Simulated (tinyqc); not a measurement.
Classical nucleation, growth and JMAK kinetics of crystallisation from a melt or glass: one step, computed by the program tinyqc. Command: `OMP_NUM_THREADS=1 python tinyqc.py 3009982 3009983 out.jsonl nucl walk`. One thread of a shared host (Intel(R) Xeon(R) Processor @ 2.30GHz), about 0.01 s of CPU time with the checks.

A spherical nucleus with a sharp interface of isotropic energy gamma; lambda = Omega^(1/3) is the jump distance.

Task: Critical nucleus. Driving force per volume: dG = H (T_m - T)/T_m. Shape factor f = 1. W(r) = f [4 pi r^2 gamma - (4/3) pi r^3 dG]; r* = 2 gamma/dG; W* = f 16 pi gamma^3/(3 dG^2); n* = f (4/3) pi r*^3/Omega.

Inputs (values chosen for the exercise, for a model substance): melting point T_m = 1470 K; heat of melting per volume H = 717 J/cm^3; interface energy gamma = 0.0794 J/m^2; atomic volume Omega = 29 angstrom^3; temperature T = 984 K.

Nucleation: homogeneous. Driving force: Turnbull (linear).

Constants: e = 1.602176634e-19 C; k_B = 1.380649e-23 J/K.

Give: driving force dG; shape factor f; critical radius r*; barrier W*; atoms in the nucleus n*; W*/(k_B T).

Result:

driving force dG = 237.0 J/cm^3

shape factor f = 1

critical radius r* = 0.6699 nm

barrier W* = 0.9316 eV

atoms in the nucleus n* = 43.42

W*/(k_B T) = 10.99

W* equals n* Omega dG/2 = 0.932 eV.
